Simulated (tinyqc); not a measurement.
Strained Delta valleys, repopulation and conductivity mass: two steps of the calculation.

A cubic crystal with three pairs of conduction valleys along x, y and z under uniaxial stress X along [110] (X > 0 is tension); current along [-110]. Non-degenerate electrons, fixed total density, one relaxation time for all valleys and stresses, masses unchanged by strain, so the mobility goes as the mean inverse mass.

Values chosen for this exercise; values close to those of silicon: temperature T = 300 K; shear deformation potential Xu = 8.79 eV; longitudinal mass ml = 0.934 m0; transverse mass mt = 0.185 m0.

Constants: q = 1.602176634e-19 C, kB = 1.380649e-23 J/K, Vt = kB T/q. Results are converted to the units shown.

Problem 1. Valley shifts and shares. Valley shift dE = Xu (n.e.n - trace(e)/3) with n the valley axis; share f proportional to exp(-dE/Vt).

strain (%):
```
             x            y           z
x  -0.16530000  -0.17527500  0.00000000
y  -0.17527500  -0.16530000  0.00000000
z   0.00000000   0.00000000  0.11913000
```

Give: dE; share f.

Solution 1.

```
valley  dE (meV)  share f
x          -8.33   0.4201
y          -8.33   0.4201
z          16.67   0.1597
```

The splitting is 25.0 meV, 0.97 Vt.

Problem 2. Conductivity mass and mobility. Inverse mass along the current d = [-110]: (n.d)^2/ml + (1 - (n.d)^2)/mt; mu/mu0 = sum f (1/m) over the plain mean of 1/m.

share f, valley x to z: 0.42013540  0.42013540  0.15972919

Give: 1/m along d; conductivity mass; unstrained value; mu/mu0.

Solution 2.

1/m along d, valley x to z (1/m0): 3.238  3.238  5.405
conductivity mass = 0.2790 m0
unstrained value = 0.2525 m0
mu/mu0 = 0.9050

The possible range, all electrons in one kind of valley, is 0.818 to 1.36.

Range of the model: Shear strain also changes the transverse masses of these valleys, which is left out.

Numbers from tinyqc (`OMP_NUM_THREADS=1 python tinyqc.py 2530089 2530090 out.jsonl`; about 0.01 s on one thread of a shared Intel Xeon 2.30GHz).
